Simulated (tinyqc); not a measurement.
Geometry relaxation of a small cluster. Changing the step factor eta. Computed by tinyqc, a small Python program. Command: `OMP_NUM_THREADS=1 python tinyqc.py 3004061 3004062 out.jsonl relax sweep`. One thread of a shared host (Intel(R) Xeon(R) Processor @ 2.30GHz), about 0.05 s of CPU time with the checks.

E = sum_i {sum_j A exp(-p (r_ij/r0 - 1)) - xi sqrt(rho_i)}, rho_i = sum_j exp(-2 q (r_ij/r0 - 1)); the force on i is -sum_j w_ij (R_i - R_j)/r_ij with w_ij = -(2p/r0) A exp(-p (r_ij/r0 - 1)) + (xi q/r0) exp(-2 q (r_ij/r0 - 1)) (rho_i^(-1/2) + rho_j^(-1/2)).

Inputs (values chosen for the exercise, for model atoms): length r0 = 3.19 angstrom; repulsion A = 0.15 eV; hopping xi = 1.64 eV; decay p = 9.75; decay q = 3.08; largest number of steps = 500.

Potential: Gupta. Method: conjugate gradient.

starting positions (angstrom), rows atom 1, atom 2, atom 3, atom 4, atom 5, columns x, y, z:
```
[[0.12, -0.07, 0.19],
 [2.8, -0.1, -0.31],
 [1.6, 2.73, -0.21],
 [1.43, 0.61, 2.57],
 [1.58, 1.02, -2.39]]
```

Method:
- Conjugate gradient (Polak-Ribiere): d = F + beta d(old), beta = max(0, F.(F - F(old))/|F(old)|^2), d = F at first; step length from one secant, s = eta (F.d)/(F.d - F(R + eta d).d), replaced by eta if that is not positive; R(new) = R + s d.
- No atom moves more than 0.3 angstrom a step (the whole step is scaled). Stop when the largest force component is below 1e-5 eV/angstrom.
- Hessian at the final positions by central differences of the forces; six eigenvalues vanish (translations and rotations). Steepest descent is stable for eta below 2/lambda_max and contracts the softest mode by 1 - eta lambda_min a step.

One run for each value:
```
step factor eta (angstrom^2/eV)  steps  final energy (eV)  largest stable eta (angstrom^2/eV)
0.0074                              21            -14.032                             0.10655
0.0110                              20            -14.032                             0.10655
0.0160                              25            -14.032                             0.10655
0.0230                              34            -14.032                             0.10655
0.0330                              53            -14.032                             0.10655
0.0480                              29            -14.032                             0.10655
0.0700                              16            -14.032                             0.10655
0.1000                              15            -14.032                             0.10655
0.1500                              16            -14.032                             0.10655
```

Over the rows, steps lies between 15.0 and 53.0 without a single trend. The final energy is the same in every row; the largest stable eta for plain steepest descent is 0.107.

Extremes, crossings and ranges named in words are read from the listed rows.
